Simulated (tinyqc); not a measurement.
Worked calculation: CIS and TDHF on RHF in the sto-6g basis, for H6, spin multiplicity 1. One step of it, computed by the program tinyqc.

Question. CIS triplet states. Diagonalise A (1 hartree = 27.211386 eV); each vector has its largest component positive (the first on a tie).

CIS matrix A, triplet (hartree), order 1>4, 1>5, 1>6, 2>4, 2>5, 2>6, 3>4, 3>5, 3>6:
```
[[0.632447, -0.000149, 0.083644, 0.000351, -0.122936, -0.000139, -0.038264, -0.000217, 0.119818],
 [-0.000149, 0.985833, 0.000070, -0.122936, -0.000311, -0.131159, -0.000217, 0.040854, 0.000073],
 [0.083644, 0.000070, 1.269294, -0.000139, -0.131159, 0.000124, 0.119818, 0.000073, -0.088699],
 [0.000351, -0.122936, -0.000139, 0.566811, -0.000274, -0.044216, -0.000256, 0.134999, -0.000243],
 [-0.122936, -0.000311, -0.131159, -0.000274, 0.836075, -0.000359, 0.134999, 0.000222, 0.126007],
 [-0.000139, -0.131159, 0.000124, -0.044216, -0.000359, 1.257202, -0.000243, 0.126007, 0.000193],
 [-0.038264, -0.000217, 0.119818, -0.000256, 0.134999, -0.000243, 0.395553, 0.000358, 0.043469],
 [-0.000217, 0.040854, 0.000073, 0.134999, 0.000222, 0.126007, 0.000358, 0.726943, 0.000424],
 [0.119818, 0.000073, -0.088699, -0.000243, 0.126007, 0.000193, 0.043469, 0.000424, 1.053444]]
```

Give: triplet excitation energies; lowest vectors.

Answer.

triplet excitation energies (eV): [9.0050, 11.9295, 14.2065, 21.4468, 24.0624, 26.7090, 29.5324, 36.1556, 37.1226]

lowest vectors, order 1>4, 1>5, 1>6, 2>4, 2>5, 2>6, 3>4, 3>5, 3>6:
```
[[0.0750, -0.0026, 0.8529, 0.0002, -0.4542, -0.0005],
 [0.0008, 0.2586, 0.0014, 0.0416, 0.0010, 0.9019],
 [-0.1688, 0.0010, -0.0622, -0.0003, 0.2258, -0.0009],
 [0.0018, 0.8173, 0.0016, 0.5202, -0.0011, -0.2456],
 [-0.2672, 0.0010, 0.4190, -0.0009, 0.7828, -0.0018],
 [0.0006, 0.1608, 0.0010, -0.1642, 0.0005, 0.3124],
 [0.9448, -0.0019, 0.0257, 0.0000, 0.2878, -0.0009],
 [-0.0015, -0.4892, -0.0009, 0.8371, 0.0016, 0.1691],
 [-0.0434, 0.0012, -0.3042, -0.0005, -0.2170, -0.0003]]
```
